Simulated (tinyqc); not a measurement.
# Capacitance measurement on a leaky thin oxide: effects of series resistance and leakage: two studies

The device is a capacitance C in parallel with a leakage conductance G, in series with Rs and Ls. An impedance meter reports either a parallel pair (Cp, Gp) from Y = 1/Z = Gp + i w Cp or a series pair (Cs, Rm) from Z = Rm + 1/(i w Cs); w = 2 pi f, dissipation D = Gp/(w |Cp|).

Values chosen for this exercise; values of the order met in thin-oxide MOS capacitors:

| symbol | value | unit | meaning |
|---|---|---|---|
| eox | 21.4 |  | relative permittivity of the gate insulator (close to hafnium oxide) |
| tox | 6.9 | nm | insulator thickness |
| A | 400 | um^2 | gate area |
| zc | 0.35 | nm | oxide-equivalent thickness added by the accumulation layer |
| zp | 0 | nm | oxide-equivalent thickness added by gate depletion |
| Jg | 0.00017 | A/cm^2 | gate leakage current density, not matched to the thickness |
| Vs | 0.31 | V | voltage for an e-fold rise of the leakage |
| Rs | 78 | ohm | series resistance |
| Ls | 35 | nH | series inductance |
| f | 1e6 | Hz | measuring frequency |

Constants: eps0 = 8.8541878128e-14 F/cm where lengths are in cm. Results are converted to the units shown.

Each table varies one quantity; the others keep the values above.

## Readings against frequency

EOT = 3.9 tox/eox; CET = EOT + zc + zp; C = 3.9 eps0 A/CET; G = Jg A/Vs. Z = Rs + i w Ls + 1/(G + i w C); CET read from Cp = 3.9 eps0 A/Cp; errors under 0.001 % are printed as 0.

The same in every row: C (pF) = 8.5927.

Results:
```
f (Hz)  Cp (pF)  Cs (pF)          D  error of Cp (%)  error of Cs (%)  CET read from Cp (nm)
1000     8.5927   8.6069   0.040633                0            0.165                 1.6075
3000     8.5927   8.5943   0.013556                0           0.0183                 1.6075
10000    8.5927   8.5928  0.0041050                0          1.65e-3                 1.6075
30000    8.5927   8.5927  0.0014806                0                0                 1.6075
3e5      8.5927   8.5927  0.0013988                0                0                 1.6075
1e6      8.5926   8.5928  0.0042519                0          1.19e-3                 1.6075
3e6      8.5922   8.5936   0.012648         -5.31e-3           0.0107                 1.6076
1e7      8.5876   8.6029   0.042166          -0.0588            0.119                 1.6084
3e7      8.5461   8.6855    0.12770           -0.542             1.08                 1.6162
```

Estimate the missing row, f = 1e5 Hz.

Computed row:
```
f (Hz)  Cp (pF)  Cs (pF)          D  error of Cp (%)  error of Cs (%)  CET read from Cp (nm)
1e5      8.5927   8.5927  8.2741e-4                0                0                 1.6075
```

With this row back in the table: D goes from 0.0406 through a minimum of 8.27e-4 (at f = 1e5 Hz among the rows listed) to 0.128; without inductance its minimum lies at f = sqrt(G (1 + G Rs)/Rs)/(2 pi C) = 98200 Hz. The error of Cp goes from 0 to -0.542 % and that of Cs from 0.165 to 1.08 %; at low frequency Cp tends to C/(1 + G Rs)^2 and Cs grows as 1 + (G/(w C))^2. One of the two readings is within 2 % of C for f = 1000, 3000, 10000, 30000, 1e5, 3e5, 1e6, 3e6, 1e7, 3e7 Hz. At the highest frequencies Ls raises both readings, by about w^2 Ls C in relative terms.

## Effect of the gate leakage current density, not matched to the thickness

Same model as above.

The same in every row: C (pF) = 8.593.

Results:
```
Jg (A/cm^2)  Cp (pF)  Cs (pF)         D  error of Cp (%)  error of Cs (%)  CET read from Cp (nm)
1e-5           8.593    8.593  0.004214                0          1.19e-3                  1.607
0.001          8.593    8.593  0.004450                0          1.19e-3                  1.607
0.02           8.592    8.593  0.008991         -4.61e-3          3.47e-3                  1.608
0.2            8.589    8.612   0.05202          -0.0408            0.230                  1.608
2              8.558    10.56    0.4832           -0.402             22.8                  1.614
30             8.091    450.6     7.395            -5.83             5140                  1.707
300            4.760  4.705e4     99.42            -44.6           5.47e5                  2.902
```

Estimate the missing row, Jg = 0.0001 A/cm^2.

Computed row:
```
Jg (A/cm^2)  Cp (pF)  Cs (pF)         D  error of Cp (%)  error of Cs (%)  CET read from Cp (nm)
0.0001         8.593    8.593  0.004235                0          1.19e-3                  1.607
```

With this row back in the table: As Jg goes from 1e-5 to 300, the error of Cp goes from 0 to -44.6 %, that of Cs from 0.00119 to 5.47e5 %, and D rises from 0.00421 to 99.4. The CET read from Cp goes from 1.61 to 2.90 nm against the true 1.61 nm. For Jg = 30, 300 D exceeds 1, where the accuracy of real meters degrades in proportion to sqrt(1 + D^2).

Computed by the program tinyqc: `OMP_NUM_THREADS=1 python tinyqc.py 2022087 2022088 out.jsonl`, one thread of a shared Intel Xeon 2.30GHz, about 0.01 s for the whole run.
